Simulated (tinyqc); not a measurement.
Pariser-Parr-Pople SCF with singles CI, for the molecule c1ccnc[cH+]c1 (SMILES; centres numbered as the heavy atoms are written), step by step. One step of it, computed by the program tinyqc.

Task: Iteration 1: orbitals and new P. Diagonalise F (the basis is taken as orthonormal) and form P = 2 sum c c over the lowest orbitals.

F (eV):
```
            1C          2C          3C          4N          5C          6C          7C
1C  -11.231966   -4.825167   -0.407757    0.477921    0.480752   -0.409358   -4.808750
2C   -4.825167  -11.220931   -4.793064   -0.395771    0.497021    0.489987   -0.409425
3C   -0.407757   -4.793064  -11.210274   -5.005455   -0.400393    0.497017    0.480788
4N    0.477921   -0.395771   -5.005455  -13.712255   -5.005870   -0.395791    0.477908
5C    0.480752    0.497021   -0.400393   -5.005870  -11.210170   -4.792871   -0.407676
6C   -0.409358    0.489987    0.497017   -0.395791   -4.792871  -11.220451   -4.824497
7C   -4.808750   -0.409425    0.480788    0.477908   -0.407676   -4.824497  -11.231669
```

pi electrons, sum of z_r less the charge = 6

Give: orbital energies; P after iteration 1.

Result:

orbital energies (eV): -21.3611  -18.6747  -17.9145  -8.3766  -7.7549  -3.6818  -3.2742

P after iteration 1:
```
         1C       2C       3C       4N       5C       6C       7C
1C   0.8375   0.6570   0.1953  -0.2264  -0.1928   0.1720   0.6211
2C   0.6570   0.8514   0.6133   0.1379  -0.2568  -0.2358   0.1720
3C   0.1953   0.6133   0.7844   0.6544   0.0879  -0.2568  -0.1929
4N  -0.2264   0.1379   0.6544   1.0534   0.6545   0.1379  -0.2264
5C  -0.1928  -0.2568   0.0879   0.6545   0.7844   0.6133   0.1953
6C   0.1720  -0.2358  -0.2568   0.1379   0.6133   0.8514   0.6570
7C   0.6211   0.1720  -0.1929  -0.2264   0.1953   0.6570   0.8375
```
